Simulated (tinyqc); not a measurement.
# Crystallisation kinetics and data retention of a phase-change cell: effect of the activation energy at a fixed measured point

Johnson-Mehl-Avrami-Kolmogorov law X = 1 - exp(-y^n), y = integral of k dt, k = (1/100 s) exp[-(Ec q/kB)(1/T - 1/T1)].

At fixed T the state fails at t = (-ln(1 - Xf))^(1/n)/k; ten years are 3.15576e8 s. k at T1 is held.

Parameters, values chosen for the exercise; values of the order of Ge-Sb-Te and related chalcogenides: temperature at which the rate k is 1/(100 s) T1 = 410 K; Avrami exponent n = 3.5; crystalline share at which the state is lost Xf = 0.3; storage temperature T = 331 K.

Constants: q = 1.602176634e-19 C, kB = 1.380649e-23 J/K. Results are converted to the units shown.

Results:
```
Ec (eV)  temperature for ten years (K)  time to fail at T (years)
1.5                              301.6                    0.05938
1.8                              315.5                     0.4506
2.1                              326.2                      3.419
2.4                              334.8                      25.94
3                                347.5                       1494
3.3                              352.4                    1.134e4
3.6                              356.6                    8.601e4
```

Estimate the missing row, Ec = 2.7 eV.

Computed row:
```
Ec (eV)  temperature for ten years (K)  time to fail at T (years)
2.7                              341.8                      196.9
```

With this row back in the table: The ten-year temperature rises from 302 to 357 K, and the projected life at 331 K spans 6.16 decades: an error of 0.1 eV changes it by a factor of 1.97.

Range of the model: One Arrhenius rate is assumed; incubation, growth from the boundary and the non-Arrhenius kinetics of the supercooled liquid are left out.

Program tinyqc, `OMP_NUM_THREADS=1 python tinyqc.py 2490003 2490004 out.jsonl`; Intel Xeon 2.30GHz, shared host, one thread, about 0.02 s.
